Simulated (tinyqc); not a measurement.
Circular transfer-length structure: one step of the calculation.

A disc contact of radius r0 and a very wide ring contact from r1 = r0 + sp outwards lie on a thin layer; the metal has no resistance and the sheet resistance under the contacts equals Rsh.

Problem. The large-radius form. Transfer length Lt = sqrt(rc/Rsh). R = (Rsh/2 pi) [(Lt/r0) I0(r0/Lt)/I1(r0/Lt) + ln(r1/r0) + (Lt/r1) K0(r1/Lt)/K1(r1/Lt)] with modified Bessel functions; for r0 >> Lt both ratios tend to 1. Large radius: R = (Rsh/2 pi) [Lt (1/r0 + 1/r1) + ln(r1/r0)], and linearised for sp << r0: Rsh (sp + 2 Lt)/(2 pi r0).

Parameters, values chosen for the exercise:
- Rsh = 810 ohm/sq (sheet resistance of the semiconductor layer)
- rc = 5.4e-7 ohm cm^2 (specific contact resistivity)
- r0 = 3.8 um (radius of the inner contact)
- sp = 3 um (gap between the contacts)

Give: large-radius R; linearised R.

Solution.

large-radius R = 88.673 ohm
linearised R = 119.29 ohm

Numbers from tinyqc (`OMP_NUM_THREADS=1 python tinyqc.py 2760102 2760103 out.jsonl`; about 0.01 s on one thread of a shared Intel Xeon 2.30GHz).
